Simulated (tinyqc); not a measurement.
Solid against vapour: precursor delivery by bubblers, mass-transport growth and the solid composition of a III-V alloy. Computed by tinyqc, a small Python program. Command: `OMP_NUM_THREADS=1 python tinyqc.py 3026381 3026382 out.jsonl movpe_thermo walk`. One thread of a shared host (Intel(R) Xeon(R) Processor @ 2.30GHz), about 0.02 s of CPU time with the checks.

1 sccm = 44.615 micromol/min; 1 torr = 133.322 Pa. The sources decompose fully at the surface.

Inputs (values chosen for the exercise, modelled on trimethylgallium (source 1) and trimethylindium (source 2) for the vapour pressures): growth temperature T = 870 K; interaction L0 of the solid = 5.17 kJ/mol; exchange energy dG_x of AC + (1/2) D2 -> AD + (1/2) C2 = 5.7 kJ/mol.

Alloy: mixing on the group-V sites.

Constants: R = 8.314462618 J/(mol K).

Method. At high V/III the group-V pressures at the surface equal those supplied, as dimers: p_D2/p_C2 = x_v/(1 - x_v). Equilibrium of the solid AC(1-x)D(x), A standing for the mix of both group-III metals: ln[x/(1 - x)] + L0 (1 - 2x)/(R T) = -dG_x/(R T) + (1/2) ln[x_v/(1 - x_v)].

Composition:
```
x_v         x  x for L0 = 0   x/x_v
0.02  0.03222       0.06100  1.6108
0.05  0.05213       0.09447  1.0427
0.10  0.07641       0.13163  0.7641
0.25  0.13478       0.20795  0.5391
0.50  0.23829       0.31260  0.4766
0.75  0.40875       0.44061  0.5450
0.90  0.61737       0.57704  0.6860
0.95  0.73500       0.66468  0.7737
0.98  0.83760       0.76095  0.8547
```

What does the comparison show, and why?

dG_x = 5.7 kJ/mol favours AC: at x_v = 1/2 the ideal solid has x = 0.313. The positive L0 pushes x away from 1/2, to 0.238, and steepens the curve near x = 1/2; at L0 = 2 R T = 14.5 kJ/mol the slope would diverge.
